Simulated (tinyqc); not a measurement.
From results back to parameters: electrons shared among three sets of ellipsoidal valleys. Three cases, with inputs chosen for the exercise.

Problem. With Boltzmann statistics n(Gamma)/n(L) = R exp(-dE/kB T), where R = N_2/N_1 does not depend on T. Two ratios were computed from hidden R and dE.

Constants: kB = 8.617333262e-05 eV/K.

Case 1.

Values chosen (out of a larger set: masses and offsets near those of Ge; mobilities are free inputs, held fixed; not measured data): Ta = 300 K; Tb = 600 K.

ratio at Ta = 0.000207837
ratio at Tb = 0.00207624

Case 2.

Values chosen (out of a larger set: masses and offsets near those of Ge; mobilities are free inputs, held fixed; not measured data): Ta = 300 K; Tb = 500 K.

ratio at Ta = 9.69982e-05
ratio at Tb = 0.000820508

Case 3.

Values chosen (out of a larger set: masses and offsets near those of Ge; mobilities are free inputs, held fixed; not measured data): Ta = 300 K; Tb = 450 K.

ratio at Ta = 0.000285099
ratio at Tb = 0.00113284

Find: dE; R.

Solution. dE = kB ln(ratio_b/ratio_a)/(1/Ta - 1/Tb); then R = ratio_a exp(dE/kB Ta).

Case 1.

dE = 0.119 eV
R = 0.0207

Case 2.

dE = 0.138 eV
R = 0.0202

Case 3.

dE = 0.107 eV
R = 0.0179

Computed by tinyqc, one run a case: `OMP_NUM_THREADS=1 python tinyqc.py N N+1 out.jsonl` with N = 1681305, 1681389, 1681432; one thread of a shared Intel(R) Xeon(R) Processor @ 2.30GHz, about 0.01 s a run at most.
